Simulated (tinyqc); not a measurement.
What moves the results: thin-film optics by transfer matrices. A value that a table varies takes the place of the one given here.

Indices N = n + i k. Snell: N0 sin(theta) = N_j sin(theta_j), with Im(N_j cos theta_j) >= 0. Admittance y_j = N_j cos theta_j for s and N_j/cos theta_j for p. Phase delta_j = 2 pi N_j cos theta_j d_j/lambda. Layer matrix [[cos delta, -i sin delta/y], [-i y sin delta, cos delta]], multiplied from the top down to M. (B, C) = M (1, y_sub); r = (y0 B - C)/(y0 B + C), R = |r|^2, T = 4 Re y0 Re y_sub/|y0 B + C|^2, absorbed in the films 1 - R - T.

Ellipsometry: rho = tan(Psi) exp(i Delta) = -conj(r_p/r_s) with the r of the admittance formula, Delta in 0 to 360 degrees, so that a bare dielectric at small angles gives Delta = 180.

Parameters, chosen for this exercise (indices near those of HfO2, SiO2 on Cu; shifted at random, so the results belong to these values and not to a real crystal):
- lam = 633 nm (vacuum wavelength)
- n0 = 1 (ambient index)
- n = (2.048, 1.428, 0.266) (n of HfO2, SiO2, substrate)
- k = (0, 0, 3.503) (k in the same order)
- d = (5.6, 154) nm (thicknesses, top first)
- theta = 0 degrees (angle of incidence)
- pol = s (polarisation)

## Swing curve: thickness of the top film

The first entry of d takes the values listed.

Stack:
```
d_1 (nm),R,T,absorbed
5.6,0.9259,0.0741,0.0000
31.4,0.9446,0.0554,0.0000
57.1,0.9376,0.0624,0.0000
82.9,0.8942,0.1058,0.0000
108.6,0.7959,0.2041,0.0000
134.4,0.8554,0.1446,0.0000
160.1,0.9258,0.0742,0.0000
185.9,0.9446,0.0554,0.0000
211.7,0.9376,0.0624,0.0000
237.4,0.8943,0.1057,0.0000
263.2,0.7958,0.2042,0.0000
288.9,0.8553,0.1447,0.0000
314.7,0.9259,0.0741,0.0000
```

R swings between 0.7958 and 0.9446 on these points. The period is lambda/(2 Re(N_1 cos theta_1)) = 154.5 nm, six rows. The film does not absorb, so the swing repeats exactly. The swing ratio (max - min)/mean is 0.17.

## Angle of incidence

Both polarisations.

Stack:
```
theta (degrees),R_s,R_p,Psi,Delta
0,0.9259,0.9259,45.00,180.00
15,0.9271,0.9225,44.93,180.23
30,0.9299,0.9121,44.72,182.44
45,0.9317,0.8951,44.43,191.27
55,0.9315,0.8848,44.26,204.63
60,0.9309,0.8828,44.24,214.74
65,0.9306,0.8852,44.28,227.83
70,0.9314,0.8937,44.41,244.58
75,0.9354,0.9096,44.60,265.81
80,0.9463,0.9334,44.80,292.34
85,0.9680,0.9643,44.95,324.29
```

R_s and R_p agree at normal incidence (0.9259). R_p is lowest at 60 degrees of those listed (0.8828), where R_s = 0.9309: the two are within a factor 2 of each other, so the minimum selects polarisation poorly. R_s does not rise steadily, because the phase thickness of the films changes with the angle.

## Sensitivity of the reflectance

R for both polarisations. Each row changes one parameter from the base and keeps the others.

Results:
```
case,R_s,R_p,T_s
base,0.9259,0.9259,0.0741
"d = (10.6, 154) nm",0.9322,0.9322,0.0678
"n = (2.089, 1.428, 0.266)",0.9263,0.9263,0.0737
"k = (0, 0, 3.863)",0.9363,0.9363,0.0637
lam = 638 nm,0.9254,0.9254,0.0746
theta = 5 degrees,0.9260,0.9255,0.0740
```

The largest shifts from the base row, up to three for each result and ties (the steps differ in size, so this ranks the rows, not the parameters). R_s: k +0.0105, d +0.0063, lam -0.0005, n +0.0005. R_p: k +0.0105, d +0.0063, lam -0.0005, n +0.0005. T_s: k -0.0105, d -0.0063, lam +0.0005, n -0.0005.

tinyqc: `OMP_NUM_THREADS=1 python tinyqc.py 1650202 1650203 out.jsonl`; about 0.01 s, one thread, shared Intel(R) Xeon(R) Processor @ 2.30GHz.
